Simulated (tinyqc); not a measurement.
# Changing the sheath voltage V

Model: ion-assisted plasma etching: sheath, surface coverage, synergy and aspect-ratio dependence. Computed by tinyqc, a small Python program. Command: `OMP_NUM_THREADS=1 python tinyqc.py 3024583 3024584 out.jsonl etch sweep`. One thread of a shared host (Intel(R) Xeon(R) Processor @ 2.30GHz), about 0.01 s of CPU time with the checks.

Radicals adsorb on bare sites; ions remove covered sites with a high yield and bare sites by sputtering; a slow spontaneous reaction acts everywhere, walls included.

Inputs (values chosen for the exercise, close to those used for silicon in a halogen plasma): plasma density n_e = 1.3e+10 1/cm^3; electron temperature T_e = 2.4 eV; ion mass M_i = 80 u; radical density n = 1.7e+12 1/cm^3; radical mass M_n = 80 u; gas temperature T_g = 400 K; sticking coefficient s = 0.12; radicals per removed unit x = 4; yield slope b = 0.094 eV^(-1/2); threshold E_th = 6.4 eV; sputter slope b_p = 0.011 eV^(-1/2); sputter threshold E_p = 37 eV; spontaneous reaction probability k_c = 0.0002; solid density N = 5e+22 1/cm^3; ion temperature T_i = 0.44 eV; aspect ratio A = 30.

Feature: long trench.

Constants: e = 1.602176634e-19 C; u = 1.6605390666e-27 kg; k_B = 1.380649e-23 J/K; eps_0 = 8.8541878128e-12 F/m.

Method:
- Bohm speed u_B = sqrt(e T_e/M_i); ion flux G_i = 0.61 n_e u_B; radical flux G_n = n c/4 with c = sqrt(8 k_B T_g/(pi M_n)).
- Debye length lambda_D = sqrt(eps_0 T_e/(e n_s)) with n_s = 0.61 n_e, T_e in volts; Child-law sheath d = (sqrt2/3) lambda_D (2 V/T_e)^(3/4); ion energy E = V + T_e/2; angular spread = arctan(sqrt(T_i/E)).
- Yields: Y = b (sqrt(E) - sqrt(E_th)) on covered sites, Y_p = b_p (sqrt(E) - sqrt(E_p)) on bare ones (zero below threshold).
- Steady coverage: s G_n (1 - theta) = x Y G_i theta; removal flux = Y G_i theta + Y_p G_i (1 - theta) + k_c G_n; rate = flux/N, 1 cm/s = 6e8 nm/min.
- Lateral rate = k_c G_n/N; anisotropy = 1 - lateral/vertical; synergy = vertical/(ions alone + radicals alone), with ions alone Y_p G_i/N and radicals alone the lateral rate.
- Transmission of a long trench, rough form: K = (1 + ln(1 + A))/(1 + A + ln(1 + A)), walls that scatter diffusely without loss. With a loss probability S = s (1 - theta) at the floor, G_b/G_n = K/(K + S - K S); theta follows G_b, and the two are solved together. Ions are taken to reach the floor unshadowed; G_b replaces G_n in every term of the rate; A is depth over width.

One run for each value; columns: (1) sheath voltage V (V); (2) vertical rate (nm/min); (3) coverage theta; (4) floor rate over open-field rate; (5) anisotropy; (6) sheath thickness (um):
```
(1)     (2)     (3)     (4)     (5)    (6)
20    1.965  0.6119  0.8694  0.9831    503
34    2.571  0.4901  0.7971  0.9871    749
59    3.279  0.3848  0.7594  0.9899   1132
100   3.997  0.3028  0.7449  0.9917   1681
170   4.785  0.2366  0.7455  0.9931   2503
300   5.756  0.1808  0.7582  0.9942   3833
510   6.845  0.1401  0.7777  0.9952   5707
870   8.195  0.1081  0.8017  0.9960   8518
1500  9.934  0.0828  0.8281  0.9967  12816
```

Over the rows, vertical rate (nm/min) rises from 1.97 to 9.93 (exponent d ln y / d ln x 0.51 between the first rows and 0.35 between the last); coverage theta falls from 0.612 to 0.0828 (exponent d ln y / d ln x -0.42 between the first rows and -0.49 between the last); floor rate over open-field rate goes from 0.869 through a minimum among these rows, 0.745 at 100, to 0.828. The exponent of sheath thickness stays at 0.75: the Child law. More energetic ions clear radicals faster, so the coverage drops and the floor of the feature starves sooner.

Caution (all rows): at this aspect ratio many ions strike the walls, so ion shadowing, left out here, adds to the lag. Caution (all rows): the trench transmission is an interpolation between the limits 1 and ln(A)/A, good to tens of per cent. Caution (rows 170, 300, 510, 870, 1500): a sheath of several millimetres is collisional at usual pressures, which lowers the ion energy and widens the angles.

Extremes, crossings and ranges named in words are read from the listed rows.
